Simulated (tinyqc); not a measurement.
Front-illuminated p-i-n photodiode, quantum efficiency and bandwidth: one step of the calculation.

Light enters through a p layer (0 to xp), a depleted layer (xp to xp + wi) and a thick n substrate, decaying as exp(-al x); one pass, no back reflection. Carriers made in the depleted layer are all collected; those in the neutral layers diffuse.

Task. Response at one frequency. Drift response for pairs made in the depleted layer, a = al wi, g = 1 - exp(-a), u = 2 pi i f, te = wi/ve, th = wi/vh: electrons He = [g - a (exp(-a) - exp(-u te))/(u te - a)]/(u te g), holes Hh = [g - a (1 - exp(-a - u th))/(a + u th)]/(u th g); C = eps0 eps_r pi (dia/2)^2/wi + Cp; total |He + Hh|/sqrt(1 + (2 pi f RL C)^2), for the current of the depleted layer alone.

Inputs (values chosen for the exercise); values close to those of germanium at this wavelength:
```
symbol,value,unit,meaning
al,6810,1/cm,absorption coefficient
eps_r,16.7,,relative permittivity
wi,1.7,um,thickness of the depleted layer
ve,5.76e6,cm/s,electron drift velocity
vh,4.16e6,cm/s,hole drift velocity
dia,170,um,diameter
RL,50,ohm,load resistance
Cp,10,fF,parasitic capacitance
f,15,GHz,modulation frequency
```

Constants: eps0 = 8.8541878128e-14 F/cm where lengths are in cm. Results are converted to the units shown.

Give: te; th; He; Hh; |He + Hh|; C; total response.

Result.

te = 29.51 ps
th = 40.87 ps
He = 0.2597-0.3908i
Hh = 0.1357-0.2422i
|He + Hh| = 0.7463
C = 1984 fF
total response = 0.07936

The drift response alone falls to 1/sqrt(2) at 16.3 GHz and the RC term alone at 1.60 GHz; together they give 1.59 GHz for this part of the current; the diffusion currents, left out, respond on their own time scales.

Program tinyqc, `OMP_NUM_THREADS=1 python tinyqc.py 2250125 2250126 out.jsonl`; Intel Xeon 2.30GHz, shared host, one thread, about 0.01 s.
